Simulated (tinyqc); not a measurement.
# Worked calculation: resistance of a tapered via with liner, size effect and interface

Computed by the program tinyqc: `OMP_NUM_THREADS=1 python tinyqc.py 2750069 2750070 out.jsonl`, one thread of a shared Intel Xeon 2.30GHz, about 0.01 s for the whole run. Printed values are rounded.

A round via whose diameter grows from db at the bottom as D(z) = db + 2 z/tan(ang). The fill, of diameter D - 2 tl, starts above the bottom liner (thickness fb tl) and has rho = rho0 (1 + ks lam/(D - 2 tl)); the sidewall liner conducts in parallel with it. The bottom liner and the interface are crossed over the full area pi db^2/4. Spreading in the lines above and below is left out.

Inputs (values chosen for the exercise); fill metal close to tungsten:
```
symbol,value,unit,meaning
db,33,nm,diameter at the bottom
hv,110,nm,height
ang,88,degrees,sidewall angle
rho0,5.29,uohm cm,bulk resistivity of the fill
lam,15.3,nm,mean free path of the fill
ks,1,,size-effect factor
tl,1.7,nm,liner on the sidewall
fb,1,,liner at the bottom over that on the sidewall
rl,260,uohm cm,resistivity of the liner
ri,5.3e-13,ohm cm^2,interface resistivity at the bottom
Sb,9.1e14,S/m^2,"ballistic conductance per area, about 3/(4 rho0 lam)"
```

## Slices of the via

Slices between z0 = fb tl and hv, evaluated at their midpoints: conductance per length pi/4 [(D - 2 tl)^2/rho + (D^2 - (D - 2 tl)^2)/rl], slice resistance = slice height over that. 6 slices.

```
slice   z (nm)   D (nm)  rho (uohm cm)  slice resistance (ohm)
0      10.7250  33.7491        7.95687                 1.97109
1      28.7750  35.0097        7.85051                 1.79342
2      46.8250  36.2703        7.75231                 1.63833
3      64.8750  37.5310        7.66137                 1.50220
4      82.9250  38.7916        7.57690                 1.38209
5      100.975  40.0522        7.49824                 1.27562
```

## Total resistance

R_fill = sum of the slices; R_bottom = rl fb tl/(pi db^2/4); R_interface = ri/(pi db^2/4); ballistic (Sharvin) limit 1/(Sb pi (db - 2 tl)^2/4); ideal cylinder rho0 hv/(pi db^2/4).

parts (ohm): fill 9.56275, bottom liner 5.16779, interface 0.0619667
R = 14.7925 ohm
shares (%): fill 64.6459, bottom liner 34.9352, interface 0.4189
ballistic limit = 1.59693 ohm
ideal cylinder = 6.80347 ohm

The fill is the largest part, and R is 2.17 times the ideal cylinder. With 2000 slices R = 14.797 ohm.
